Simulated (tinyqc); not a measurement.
Franz-Keldysh effect at a direct gap: sweeps and comparisons. A value that a table varies takes the place of the one given here.

Parabolic bands, vertical transitions, no excitons. For each hole band j: mr = me mj/(me + mj); joint density of states J_j(E) = (mr/c)^(3/2) sqrt(E - Eg)/(2 pi^2), both spins, c = hbar^2/2m0; averaged matrix element |e.p|^2 = m0 Ep/6; alpha_j(E) = 4 pi^2 alpha_f c Ep J_j/(3 nr E) in 1/angstrom (alpha_f the fine-structure constant, listed as alpha among the constants), times 1e8 for 1/cm.

In a field Fd (1 kV/cm = 1e-5 V/angstrom) the electro-optic energy of band j is th = (c (e Fd)^2/mr)^(1/3), and sqrt(E - Eg) in J_j is replaced by pi sqrt(th) [Ai'(b)^2 - b Ai(b)^2] with b = (Eg - E)/th; Ai is the Airy function.

Constants: hbar^2/2m0 = 3.80998211 eV angstrom^2; fine-structure constant alpha = 0.007297352564.

Values chosen for the exercise (near those of InP; shifted at random, so the results belong to these values and not to a real crystal):
```
symbol  value   unit   meaning
Eg      1.349   eV     direct gap
me      0.0777  m0     electron mass
mhh     0.621   m0     heavy-hole mass
mlh     0.0895  m0     light-hole mass
Ep      20.4    eV     Kane energy
nr      3.38           refractive index
Fd      220     kV/cm  uniform field
det     60      meV    detuning below the gap
```

## Spectrum around the gap

Absorption (1/cm):
```
E - Eg (eV)  alpha(0)   alpha(F)  change
-0.1610             0      3.757       4
-0.1288             0      15.85      16
-0.0966             0      60.86      61
-0.0644             0      209.0     209
-0.0322             0      629.8     630
0.0000              0       1630    1630
0.0322           5204       3544   -1661
0.0644           7193       6320    -872
0.0966           8613       9078     466
0.1288           9729  1.055e+04     825
0.1610          10645  1.069e+04      43
0.1932          11417  1.101e+04    -407
0.2576          12655  1.282e+04     164
0.3220          13604  1.368e+04      80
```

At the gap alpha(F) = 1630 1/cm; 128.8 meV below it 15.9 1/cm remain, the tail falling as exp(-(4/3) b^(3/2)). Among the energies listed the largest rise is 1630 1/cm at E - Eg = 0.0 meV and the largest fall -1661 1/cm at 32.2 meV. It changes sign between 0.0 and 32.2 meV, between 64.4 and 96.6 meV, between 161.0 and 193.2 meV and between 193.2 and 257.6 meV; th is 64.4 meV for heavy holes and 76.3 meV for light holes.

## Tail absorption against field

At E = Eg - det; the field takes the values listed. The last column is the length for 10 dB of loss.

Results:
```
Fd (kV/cm)  th heavy (meV)  b heavy  alpha (1/cm)  length (micrometre)
10                    8.20    7.316      2.44e-08             9.45e+11
20                   13.02    4.609       0.00142             1.62e+07
40                   20.67    2.903         0.567             4.06e+04
60                   27.08    2.216          5.23             4.40e+03
100                  38.07    1.576          37.2                  620
150                  49.88    1.203           112                  206
250                  70.12    0.856           305                 75.4
400                  95.93    0.625           600                 38.4
```

alpha grows by 8.3 decades from 10 to 60 kV/cm and by a factor 1.96 over the last step, where the field grows by 1.6: the exponent (4/3) b^(3/2) goes as 1/Fd, so the gain is steep only while b > 1 (deep in the tail the light-hole pair, with its smaller b, carries most of it), that is up to 150 kV/cm of those listed. Values below about 10 1/cm lie under the Urbach and exciton tails of a real crystal, left out here.

## What moves the tail

At E = Eg - det. Each row changes one parameter from the base and keeps the others.

Results:
```
case             th heavy (meV)  alpha (1/cm)
base                     64.395         245.0
Fd = 286 kV/cm           76.703         378.1
det = 70 meV             64.395         170.1
me = 0.0894 m0           61.794         259.6
mlh = 0.1163 m0          64.395         253.2
Ep = 22.4 eV             64.395         269.0
nr = 3.55                64.395         233.3
```

The largest shifts from the base row, up to three for each result and ties (the steps differ in size, so this ranks the rows, not the parameters). th heavy (meV): Fd +12.308, me -2.600; unchanged at the printed digits by det, mlh, Ep and nr. alpha (1/cm): Fd +133, det -74.9, Ep +24.0.

Run: tinyqc, `OMP_NUM_THREADS=1 python tinyqc.py 1681636 1681637 out.jsonl`; Intel(R) Xeon(R) Processor @ 2.30GHz, one thread, shared host; about 0.01 s of CPU time with all checks.
